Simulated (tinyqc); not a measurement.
Doping from resistivity.

Question. A uniform, uncompensated and fully ionised sample has rho = 1/(q N mu), mu = m1 + (m2 (T/300 K)^(-bt) - m1)/(1 + (N/Nr)^am). Find N, mu and the diffusion coefficient mu Vt.

Parameters, values chosen for the exercise:

| symbol | value | unit | meaning |
|---|---|---|---|
| T | 250 | K | temperature |
| m1 | 70 | cm^2/(V s) | mobility limit at high doping |
| m2 | 1380 | cm^2/(V s) | mobility limit at low doping, at 300 K |
| Nr | 9.4e16 | cm^-3 | reference doping of the mobility law |
| am | 0.719 |  | exponent of the mobility law |
| bt | 2.3 |  | temperature exponent of m2 |

Constants: q = 1.602176634e-19 C, kB = 1.380649e-23 J/K, Vt = kB T/q. Results are converted to the units shown.

resistivity = 0.010890339 ohm cm

Answer. With am below 1 the product N mu rises steadily with N, so one doping matches; it is found by iterating N = 1/(q rho mu(N)).

N = 2.20e18 cm^-3
mu = 261 cm^2/(V s)
diffusion coefficient = 5.61 cm^2/s

tinyqc, about 0.01 s, one thread, Intel Xeon 2.30GHz (shared host): `OMP_NUM_THREADS=1 python tinyqc.py 2110121 2110122 out.jsonl`
